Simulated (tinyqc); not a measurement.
# From one set of inputs to another, one input at a time

Model: strain, valley repopulation and piezoresistance in a many-valley conduction band. Computed by tinyqc, a small Python program. Command: `OMP_NUM_THREADS=1 python tinyqc.py 3003064 3003065 out.jsonl valleys ladder`. One thread of a shared host (Intel(R) Xeon(R) Processor @ 2.30GHz), about 0.03 s of CPU time with the checks.

Valleys are ellipsoids with mass m_l along the axis a and m_t across it, parabolic, with one constant relaxation time; strain shifts the valleys and leaves the masses alone. Currents are taken along [100], in the plane, and along [001], across the plane.

The inputs printed are set A. Inputs not listed in the table keep their values of set A, so the rows need not describe a real material.

Inputs (values chosen for the exercise, modelled on germanium):
```
quantity,value,unit
longitudinal mass m_l,1.63,m_0
transverse mass m_t,0.0796,m_0
shear deformation potential Xi_u,16.2,eV
dilation deformation potential Xi_d,-4.3,eV
C11,127,GPa
C12,47.9,GPa
C44,67.4,GPa
stress X (tension positive),-680,MPa
electron density n,1.8e+18,1/cm^3
relaxation time tau,40,fs
temperature T,500,K
```

Valley axes: <111> (4 valleys). Load: biaxial in the (001) plane.

Constants: k_B = 8.617333262e-05 eV/K; m_0 = 9.1093837015e-31 kg; k_B = 1.380649e-23 J/K; hbar = 1.054571817e-34 J s; e = 1.602176634e-19 C.

Method:
- Compliances S11 = (C11 + C12)/((C11 - C12)(C11 + 2 C12)), S12 = -C12/((C11 - C12)(C11 + 2 C12)), S44 = 1/C44; stress sigma_xx = sigma_yy = X, all else 0; e_xx = S11 sigma_xx + S12 (sigma_yy + sigma_zz), e_xy = S44 sigma_xy/2 (tensor strain).
- Herring-Vogt shift of a valley with unit axis a: dE = Xi_d tr(e) + Xi_u a.e.a.
- Each of the 4 valleys holds n_v = N_v (2/sqrt(pi)) F_1/2((E_F - dE_v)/(k_B T)), N_v = 2 (m_d k_B T/(2 pi hbar^2))^(3/2), m_d = (m_l m_t^2)^(1/3); E_F solves sum n_v = n and is counted from the unstrained edge.
- F_j(eta) = int_0^infinity x^j/(1 + exp(x - eta)) dx, without a gamma-function factor. It is evaluated after integrating by parts.
- Integrals over x = E/(k_B T) use 160 Gauss-Legendre points in u = sqrt(x) from 0 to sqrt(max(eta, 0) + 32).
- Mobility tensor mu = e tau sum_v (n_v/n) [1/m_t + (1/m_l - 1/m_t) a a^T]; unstrained mu_0 = e tau (1/m_l + 2/m_t)/3; resistivity along d from the inverse tensor, rho_d = d.mu^-1.d/(n e), mobility along d = 1/(d.mu^-1.d); gauge pi_d = (rho_d/rho_0 - 1)/X.
- With eta_0 the reduced Fermi level without strain, r = F_-1/2(eta_0)/(2 F_1/2(eta_0)) (1 for a classical gas) and c = r (Xi_u/k_B T) (m_l - m_t)/(2 m_l + m_t): pi44 = -c S44/3, pi11 = pi12 = 0.

Each row keeps all changes above it:
```
input moved,from,to,mobility along the first direction (cm^2/(V s)),mobility along the second direction (cm^2/(V s)),degeneracy factor r
set A,-,-,603.6,603.6,0.9719
dilation deformation potential Xi_d (eV),-4.3,-4.6,603.6,603.6,0.9719
longitudinal mass m_l (m_0),1.63,1.81,602.2,602.2,0.9733
C11 (GPa),127,122,602.2,602.2,0.9733
relaxation time tau (fs),40,42,632.3,632.3,0.9733
stress X (tension positive) (MPa),-680,160,632.3,632.3,0.9733
C44 (GPa),67.4,65.4,632.3,632.3,0.9733
electron density n (1/cm^3),1.8e+18,3.1e+15,632.3,632.3,1.0000
```

Mobility along the first direction goes from 604 to 632, a factor 1.05 in all. The largest single move comes from relaxation time tau (a factor 1.05). Mobility along the second direction goes from 604 to 632, a factor 1.05 in all. The largest single move comes from relaxation time tau (a factor 1.05). Degeneracy factor r goes from 0.972 to 1.000, a factor 1.029 in all. The largest single move comes from electron density n (a factor 1.027). The single moves hold for this order of the switches; the total does not depend on the order.

Extremes, crossings and ranges named in words are read from the listed rows.
